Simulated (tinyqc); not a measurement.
Inside a calculation. Method: Hueckel theory of the pi electrons, for the molecule Fc1ccc2cccccc1-2 (SMILES; centres numbered as the heavy atoms are written). One step of it, computed by the program tinyqc.

Problem. Orbitals. Diagonalise; E = alpha + x beta with beta < 0, so the largest x are filled first; degenerate levels share their electrons. P = sum n_i c_ri c_si; each orbital has its largest coefficient positive (the first on a tie).

Hueckel matrix in units of beta (H = alpha + beta A):
```
           1F        2C        3C        4C        5C        6C        7C        8C
1F   3.000000  0.700000  0.000000  0.000000  0.000000  0.000000  0.000000  0.000000
2C   0.700000  0.000000  1.000000  0.000000  0.000000  0.000000  0.000000  0.000000
3C   0.000000  1.000000  0.000000  1.000000  0.000000  0.000000  0.000000  0.000000
4C   0.000000  0.000000  1.000000  0.000000  1.000000  0.000000  0.000000  0.000000
5C   0.000000  0.000000  0.000000  1.000000  0.000000  1.000000  0.000000  0.000000
6C   0.000000  0.000000  0.000000  0.000000  1.000000  0.000000  1.000000  0.000000
7C   0.000000  0.000000  0.000000  0.000000  0.000000  1.000000  0.000000  1.000000
8C   0.000000  0.000000  0.000000  0.000000  0.000000  0.000000  1.000000  0.000000
9C   0.000000  0.000000  0.000000  0.000000  0.000000  0.000000  0.000000  1.000000
10C  0.000000  0.000000  0.000000  0.000000  0.000000  0.000000  0.000000  0.000000
11C  0.000000  1.000000  0.000000  0.000000  1.000000  0.000000  0.000000  0.000000

           9C       10C       11C
1F   0.000000  0.000000  0.000000
2C   0.000000  0.000000  1.000000
3C   0.000000  0.000000  0.000000
4C   0.000000  0.000000  0.000000
5C   0.000000  0.000000  1.000000
6C   0.000000  0.000000  0.000000
7C   0.000000  0.000000  0.000000
8C   1.000000  0.000000  0.000000
9C   0.000000  1.000000  0.000000
10C  1.000000  0.000000  1.000000
11C  0.000000  1.000000  0.000000
```

pi electrons, sum of z_r less the charge = 12

Give: x values; occupations; coefficients; charge and bond-order matrix P.

Solution.

x values: 3.2034  2.2583  1.6298  1.3424  0.8736  0.4204  -0.4010  -0.7494  -1.5995  -1.8759  -2.1023

occupations: 2.0000  2.0000  2.0000  2.0000  2.0000  2.0000  0.0000  0.0000  0.0000  0.0000  0.0000

coefficients:
```
        MO1      MO2      MO3      MO4      MO5      MO6      MO7      MO8
1F   0.9446  -0.2227   0.1146  -0.0851  -0.0735  -0.1474  -0.0130   0.0561
2C   0.2745   0.2359  -0.2244   0.2015   0.2231   0.5432   0.0630  -0.3003
3C   0.1013   0.2455  -0.3235   0.0094   0.5956   0.0635  -0.3117  -0.0177
4C   0.0499   0.3184  -0.3029  -0.1889   0.2972  -0.5165   0.0620   0.3136
5C   0.0587   0.4736  -0.1702  -0.2630  -0.3360  -0.2807   0.2868  -0.2173
6C   0.0211   0.3080   0.1480  -0.4849  -0.2414   0.1304  -0.4725  -0.3542
7C   0.0089   0.2220   0.4114  -0.3879   0.1251   0.3355  -0.0974   0.4827
8C   0.0075   0.1933   0.5226  -0.0359   0.3507   0.0106   0.5115  -0.0075
9C   0.0152   0.2146   0.4402   0.3397   0.1813  -0.3311  -0.1077  -0.4771
10C  0.0412   0.2912   0.1950   0.4920  -0.1923  -0.1498  -0.4683   0.3651
11C  0.1169   0.4432  -0.1225   0.3207  -0.3493   0.2681   0.2955   0.2035

         MO9     MO10     MO11
1F    0.0660  -0.0382   0.0388
2C   -0.4336   0.2663  -0.2830
3C    0.5349  -0.2864   0.0181
4C   -0.4219   0.2709   0.2450
5C    0.1399  -0.2219  -0.5331
6C    0.0856   0.3317   0.3261
7C   -0.2769  -0.4003  -0.1525
8C    0.3572   0.4192  -0.0056
9C   -0.2945  -0.3862   0.1641
10C   0.1138   0.3052  -0.3395
11C   0.1125  -0.1864   0.5497
```

charge and bond-order matrix P:
```
          1F       2C       3C       4C       5C       6C       7C       8C
1F    1.9787   0.1349  -0.1000   0.0238   0.0378   0.0162  -0.0389  -0.0006
2C    0.1349   1.1337   0.6553  -0.1910  -0.2288  -0.0710   0.1889   0.0144
3C   -0.1000   0.6553   1.0682   0.6474  -0.0864  -0.2205   0.0288   0.1767
4C    0.0238  -0.1910   0.6474   1.1729   0.6001   0.0135  -0.2327   0.0183
5C    0.0378  -0.2288  -0.0864   0.6001   1.0351   0.5879   0.0030  -0.2166
6C    0.0162  -0.0710  -0.2205   0.0135   0.5879   0.8553   0.6623   0.1424
7C   -0.0389   0.1889   0.0288  -0.2327   0.0030   0.6623   0.9947   0.6387
8C   -0.0006   0.0144   0.1767   0.0183  -0.2166   0.1424   0.6387   0.8698
9C    0.0473  -0.2298   0.0039   0.1929  -0.0595  -0.2402   0.0174   0.6390
10C  -0.0184   0.0223  -0.2137  -0.0739   0.1689  -0.1844  -0.2398   0.1436
11C  -0.0869   0.5928  -0.0555  -0.2376   0.3907   0.1693  -0.0582  -0.2172

          9C      10C      11C
1F    0.0473  -0.0184  -0.0869
2C   -0.2298   0.0223   0.5928
3C    0.0039  -0.2137  -0.0555
4C    0.1929  -0.0739  -0.2376
5C   -0.0595   0.1689   0.3907
6C   -0.2402  -0.1844   0.1693
7C    0.0174  -0.2398  -0.0582
8C    0.6390   0.1436  -0.2172
9C    0.9960   0.6617  -0.0003
10C   0.6617   0.8520   0.5896
11C  -0.0003   0.5896   1.0435
```
